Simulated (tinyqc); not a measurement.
Series resistance and length offset from two lengths at two overdrives.

Question. In strong inversion R W = Rsd + k(x)(L - dL), k(x) = (1 + th1 x)/(mu0 Cox x), x the overdrive, Cox = eps0 eox/tox, with Rsd and dL independent of x. Find dL, Rsd, mu0 and th1.

Values chosen for this exercise:
- eox = 7.6 (relative permittivity of the gate insulator (close to silicon nitride))
- tox = 2.9 nm (insulator thickness)

Constants: eps0 = 8.8541878128e-14 F/cm where lengths are in cm. Results are converted to the units shown.

total resistance times width (ohm um):
```
,L = 0.092 um,L = 0.5 um
overdrive 0.48 V,881.228817,2741.47151
overdrive 1.06 V,693.266235,1682.04605
```

Answer. At each overdrive R W is a straight line in L; the two lines cross at L = dL, R W = Rsd. Their slopes give k x = (1 + th1 x)/(mu0 Cox), a straight line in x.

dL = 0.00400 um
Rsd = 480 ohm um
mu0 = 230 cm^2/(V s)
th1 = 0.350 1/V

Computed by the program tinyqc: `OMP_NUM_THREADS=1 python tinyqc.py 2210012 2210013 out.jsonl`, one thread of a shared Intel Xeon 2.30GHz, about 0.01 s for the whole run.
